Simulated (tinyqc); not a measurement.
Capacitances against the relative permittivity between the lines.

Endless row of lines of width wl, height tl and space sl between grounded planes at distance hd; e2 fills the gaps beside the lines, e1 the rest. Laplace's equation is solved on meshes of 3, 6 and 12 steps per unit u and extrapolated (Aitken), which is good to about 0.2 %. C_even (all lines at 1 V) is the capacitance Cg to the planes; C_odd (neighbours in antiphase) = Cg + 4 Cc if only nearest neighbours couple, which defines Cc; total with quiet neighbours Cg + 2 Cc. Plate values 2 eps0 e1 wl/hd and eps0 e2 tl/sl.

Parameters, values chosen for the exercise:
```
symbol  value  unit                                          meaning
e1        4.2        relative permittivity above and below the lines
wl          6     u                           line width, in units u
tl          6     u                                      line height
sl          8     u                              space between lines
hd          4     u                           distance to each plane
```

Constants: eps0 = 8.8541878128e-12 F/m. Results are converted to the units shown.

The same in every row: plate Cg (aF/um) = 112.

Capacitances against the relative permittivity between the lines:
```
e2   Cg (aF/um)  Cc (aF/um)  Cg + 2 Cc (aF/um)  C_odd (aF/um)  plate Cc (aF/um)  share of coupling, 2 Cc/(Cg + 2 Cc) (%)
1           189        6.07                201            213              6.64                                     6.04
1.5         195        8.39                212            229              9.96                                     7.92
2           200        10.9                222            243              13.3                                     9.79
2.5         204        13.4                231            258              16.6                                     11.6
3           208        16.1                240            272              19.9                                     13.4
3.9         213        21.1                256            298              25.9                                     16.5
5           219        27.4                274            328              33.2                                     20.0
7           226        39.4                305            383              46.5                                     25.8
```

Read the table: what changes, and by how much?

As e2 goes from 1 to 7, Cg rises from 189 to 226 aF/um, Cc rises from 6.07 to 39.4 aF/um and the share of coupling rises from 6.04 to 25.8 %. Cg is 1.69 times its plate value in the first row and 2.02 times in the last; for Cc the ratios are 0.915 and 0.847. Neighbours in antiphase raise the load by a factor of 1.06 and 1.26 over quiet ones.

Computed by the program tinyqc: `OMP_NUM_THREADS=1 python tinyqc.py 2790114 2790115 out.jsonl`, one thread of a shared Intel Xeon 2.30GHz, about 0.6 s for the whole run.
